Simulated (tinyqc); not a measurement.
Against doping: dopants and charged point defects at anneal temperature: Fermi-level effect, clustering and pairing. Computed by tinyqc, a small Python program. Command: `OMP_NUM_THREADS=1 python tinyqc.py 3020256 3020257 out.jsonl pairing walk`. One thread of a shared host (Intel(R) Xeon(R) Processor @ 2.30GHz), about 0.02 s of CPU time with the checks.

Boltzmann statistics and full ionisation of active dopants. Energies are counted from the valence band; the defect (a vacancy or self-interstitial) has five charge states, with all degeneracy factors one.

Inputs (values chosen for the exercise, with bands modelled on germanium):
```
quantity,value,unit
gap at 0 K E_g0,0.758,eV
Varshni alpha,0.000474,eV/K
Varshni beta,229,K
electron mass m_e,0.218,m_0
valleys M_c,4,-
hole mass m_h,0.338,m_0
anneal temperature T,740,K
total dopant density N,6.7e+18,cm^-3
formation enthalpy of the neutral defect H_f,1.82,eV
formation entropy S_f,3.9,k_B
site density N_s,4.7e+22,cm^-3
dopant atoms per cluster k,4,-
cluster binding energy E_b,1.43,eV
```

Dopant: acceptor. Second part: clustering of the dopant.

defect levels as fractions of E_g(T): (2+/+), (+/0), (0/-), (-/2-): [0.17, 0.14, 0.52, 0.69]

Constants: m_0 = 9.1093837015e-31 kg; k_B = 1.380649e-23 J/K; h = 6.62607015e-34 J s; k_B = 8.617333262e-05 eV/K.

Method:
- E_g = E_g0 - alpha T^2/(T + beta).
- N_c = 2 M_c (2 pi m_e k_B T/h^2)^(3/2) and N_v = 2 (2 pi m_h k_B T/h^2)^(3/2), masses in units of m_0.
- n_i = sqrt(N_c N_v) exp(-E_g/2 k_B T); E_i = E_g/2 + (k_B T/2) ln(N_v/N_c).
- p = A/2 + sqrt(A^2/4 + n_i^2) for an active density A.
- k ionised dopants and k carriers form one neutral cluster: C = N_s (A/N_s)^k (p/N_b)^k exp(E_b/k_B T), N_b the effective density of states of the majority band, and N = A + k C (60 bisections in ln A between ln N - 90 and ln N).
- chi = n/n_i (for acceptors n_i/p); E_F = E_i + k_B T ln chi; field enhancement h = 1 + A/sqrt(A^2 + 4 n_i^2).
- C_0 = N_s exp(S_f/k_B) exp(-H_f/k_B T). Ratios to the neutral state at E_F = E_i: r_+ = exp((E(+/0) - E_i)/k_B T), r_2+ = r_+ exp((E(2+/+) - E_i)/k_B T), r_- = exp((E_i - E(0/-))/k_B T), r_2- = r_- exp((E_i - E(-/2-))/k_B T); at other E_F state q scales as chi^(-q). The enhancement is sum r_q chi^(-q)/sum r_q. The charge on the defects is left out of neutrality.
- chi = n/n_i; h = 1 + A/sqrt(A^2 + 4 n_i^2); the dopant diffusivity over its intrinsic value is D/D_i = enhancement x h x A/N, if every charge state carries the dopant equally well.

E_g = 0.490134 eV

k_B T = 0.0637683 eV

n_i = 5.89206e+17 cm^-3

E_i = 0.221840 eV

effective density of states N_b of the majority band = 1.91035e+19 cm^-3

neutral defects C_0 = 9.34795e+11 cm^-3

Charge states:
```
state,ratio r,intrinsic (cm^-3),doped (cm^-3)
2+,0.01031,9.63438e+09,1.26252e+12
+,0.09047,8.45666e+10,9.68069e+11
0,1.00000,9.34795e+11,9.34795e+11
-,0.59574,5.56891e+11,4.86478e+10
2-,0.09608,8.98160e+10,6.85392e+08
```

Trend at the anneal temperature:
```
N (cm^-3),active A (cm^-3),chi,defect enhancement,mean charge,D/D_i
1.80e+16,1.8000e+16,0.98484,0.9943,-0.3703,1.0095
4.90e+16,4.9000e+16,0.95928,0.9848,-0.3578,1.0257
1.30e+17,1.3000e+17,0.89575,0.9621,-0.3254,1.0675
3.70e+17,3.7000e+17,0.73415,0.9101,-0.2326,1.1828
1.00e+18,1.0000e+18,0.46293,0.8590,-0.0165,1.4148
2.80e+18,2.8000e+18,0.20186,1.0182,0.4525,1.9567
7.80e+18,7.7783e+18,0.07532,2.2667,1.1785,4.4952
2.10e+19,1.5549e+19,0.03784,5.9198,1.5798,8.7538
5.90e+19,1.9897e+19,0.02959,8.8415,1.6775,5.9582
```

What follows from these numbers?

Well below n_i = 5.89e17 cm^-3 chi and the enhancement are near 1. At any doping d ln(enhancement)/d ln chi equals minus the mean charge, which goes from -0.37 to +1.68 over the rows. The defect density first falls, because doping removes the states with the sign of the ionised dopant before it feeds the opposite ones. Clustering bends A over: its exponent in N falls to 0.24, towards 1/(2k) = 0.125, and D/D_i peaks at N = 2.1e19 cm^-3. Rows with carriers above N_b lie beyond Boltzmann statistics.

Extremes, crossings and ranges named in words are read from the listed rows.
